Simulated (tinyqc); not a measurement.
MOS inversion layer, Poisson-Schroedinger loop: one step of the calculation.

Electrons confined at an insulator interface at z = 0, treated as a hard wall; parabolic valleys, Hartree approximation, no image or exchange terms. The depletion charge lies far deeper than the electrons and gives a uniform field q Nd/(eps0 eps_r); the gate balances all charge. Energies are counted from the band edge at the interface.

Problem. Converged levels, occupations and centroid. Tridiagonal Hamiltonian with psi = 0 one step beyond both ends: H_ii = C (1/m_(i-1/2) + 1/m_(i+1/2))/hz^2 + V0_i + U_i, H_(i,i+1) = -C/(m_(i+1/2) hz^2), C = hbar^2/(2 m0). The lowest 2 level(s) are kept, normalised to hz sum |psi|^2 = 1. The mass is the same on all intervals.

Level k holds N_k = D_k Vt ln(1 + exp((EF - E_k)/Vt)) with D = md1 m0 q/(pi hbar^2) per eV (spin included); EF is fixed by sum N_k = Ns.

Solve for the levels with V0 + U, find EF, n_i = sum_k N_k |psi_k|^2 (in cm^-3); share of each level N_k/Ns; centroid sum n z/sum n.

Parameters, values chosen for the exercise; masses and permittivity close to those of gallium nitride: temperature T = 200 K; mass along z of valley set A (1 valley(s)) mz1 = 0.198 m0; in-plane density-of-states mass of set A md1 = 0.199 m0; sheet density of electrons Ns = 6e12 cm^-2; mesh step hz = 0.83 nm.

Constants: q = 1.602176634e-19 C, kB = 1.380649e-23 J/K, hbar = 1.054571817e-34 J s, m0 = 9.1093837015e-31 kg, Vt = kB T/q, hbar^2/(2 m0) = 0.0380998212 eV nm^2. Results are converted to the units shown.

```
node,z (nm),fixed potential V0 (eV),converged U (eV)
1,0.83,0.005504330,0.09436003
2,1.66,0.011008659,0.17402927
3,2.49,0.016512989,0.22711622
4,3.32,0.022017318,0.25812964
5,4.15,0.027521648,0.27585415
6,4.98,0.033025977,0.28653602
7,5.81,0.038530307,0.29342491
8,6.64,0.044034637,0.29801589
9,7.47,0.049538966,0.30104222
10,8.3,0.055043296,0.30295754
11,9.13,0.060547625,0.30410214
12,9.96,0.066051955,0.30474099
13,10.79,0.071556284,0.30506991
14,11.62,0.077060614,0.30522283
15,12.45,0.082564944,0.30528429
16,13.28,0.088069273,0.30530359
17,14.11,0.093573603,0.30530710
```

Wanted: levels; EF; shares; n; centroid.

Solution.

levels (eV): A1 0.2810, A2 0.3645
EF = 0.3473 eV
shares (%): A1 92.48, A2 7.52

```
node,n (1e19 cm^-3)
1,1.125
2,2.036
3,1.691
4,1.018
5,0.540
6,0.291
7,0.176
8,0.120
9,0.085
10,0.059
11,0.039
12,0.024
13,0.013
14,0.007
15,0.003
16,0.001
17,0.000
```

centroid = 2.686 nm

tinyqc, about 0.6 s, one thread, Intel Xeon 2.30GHz (shared host): `OMP_NUM_THREADS=1 python tinyqc.py 2160105 2160106 out.jsonl`
